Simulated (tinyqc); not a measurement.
Special k points of the fcc lattice, step by step. Values are carried at full precision from step to step, so a last printed digit may differ when a step is redone from the rounded ones.

Lattice vectors in units of a: a1 = (0, 1/2, 1/2), a2 = (1/2, 0, 1/2), a3 = (1/2, 1/2, 0); reciprocal vectors b_i with a_i . b_j = 2 pi delta_ij. Mesh: k = sum_i f_i b_i with f_i = (2 j_i + shift)/(2 N), j_i = 0 .. N-1. The point group of the lattice has 48 operations; only those that map the mesh onto itself are used.

Values chosen for the exercise: N = 4 (points along each reciprocal vector); shift = 0 (half steps); D = 0.95 eV (half gap term); t = 0.2 eV (coupling); e0 = 0.73 eV (offset).

## Irreducible points and weights

Join points that an operation carries into one another (modulo reciprocal vectors); list each class by its first point in the order of (j1, j2, ...).

Irreducible points:
```
f1          f2      f3  weight
0.0000  0.0000  0.0000       1
0.0000  0.0000  0.2500       8
0.0000  0.0000  0.5000       4
0.0000  0.2500  0.2500       6
0.0000  0.2500  0.5000      24
0.0000  0.2500  0.7500      12
0.0000  0.5000  0.5000       3
0.2500  0.5000  0.7500       6
```

operations that keep the mesh = 48
irreducible points = 8

The weights add up to 64 = N^3; symmetry saves a factor 8.0.

## Which stars the mesh integrates

A_m(k) = sum over the m-th star of lattice vectors R of cos(k . R), stars in order of length: m = 1: |R|^2 = 0.5, 12 vectors, such as (1, 0, 0) in the basis a_i; m = 2: |R|^2 = 1, 6 vectors, such as (1, 1, -1) in the basis a_i; m = 3: |R|^2 = 1.5, 24 vectors, such as (2, 0, -1) in the basis a_i; m = 4: |R|^2 = 2, 12 vectors, such as (2, 0, 0) in the basis a_i; m = 5: |R|^2 = 2.5, 24 vectors, such as (2, 1, -1) in the basis a_i; m = 6: |R|^2 = 3, 8 vectors, such as (3, -1, -1) in the basis a_i. The zone mean of every A_m is zero.

Lattice vectors in units of a: a1 = (0, 1/2, 1/2), a2 = (1/2, 0, 1/2), a3 = (1/2, 1/2, 0); f are fractions of the reciprocal vectors. Evaluate the first six A_m at each irreducible point (k . R = 2 pi sum f_i n_i) and form the weighted means.

A_m at the points, rows 1, 2, 3, 4, 5, 6, 7, 8; columns m=1, m=2, m=3, m=4, m=5, m=6:
$$\begin{pmatrix}
12.000 & 6.000 & 24.000 & 12.000 & 24.000 & 8.000 \\
6.000 & 0.000 & 0.000 & 0.000 & -12.000 & 0.000 \\
0.000 & -6.000 & 0.000 & 12.000 & 0.000 & -8.000 \\
4.000 & 2.000 & -8.000 & -4.000 & 8.000 & -8.000 \\
-2.000 & 0.000 & 0.000 & 0.000 & 4.000 & 0.000 \\
0.000 & -2.000 & 0.000 & -4.000 & 0.000 & 8.000 \\
-4.000 & 6.000 & -8.000 & 12.000 & -8.000 & 8.000 \\
-4.000 & 2.000 & 8.000 & -4.000 & -8.000 & -8.000
\end{pmatrix}$$

weighted means: m=1 0.000, m=2 0.000, m=3 0.000, m=4 0.000, m=5 0.000, m=6 0.000

All six means vanish: the mesh is exact for functions whose Fourier series ends within these stars.

## A zone average from the irreducible points

Test function, the lower band of a two-band insulator: E(k) = -sqrt(D^2 + (e0 - t A_1(k))^2).

Lattice vectors in units of a: a1 = (0, 1/2, 1/2), a2 = (1/2, 0, 1/2), a3 = (1/2, 1/2, 0). Evaluate E at each point and take the weighted mean; the reference uses the unshifted mesh with N = 24.

E at the points (eV): [-1.9213, -1.0599, -1.1981, -0.9526, -1.4763, -1.1981, -1.8009, -1.8009]

weighted mean = -1.3582 eV
reference mean = -1.3579 eV

The error is -0.33 meV with 8 points.

## Checks

- Weighted mean over irreducible points against the plain mean over the whole mesh (eV): both -1.358195.
- Reference mean against a mesh of N = 30 (eV): both -1.3579.

Computed by tinyqc, a small Python program: `OMP_NUM_THREADS=1 python tinyqc.py 1650062 1650063 out.jsonl` (the numbers bound the seed that draws the inputs); one thread of a shared host (Intel(R) Xeon(R) Processor @ 2.30GHz), about 0.2 s for the whole set of steps.
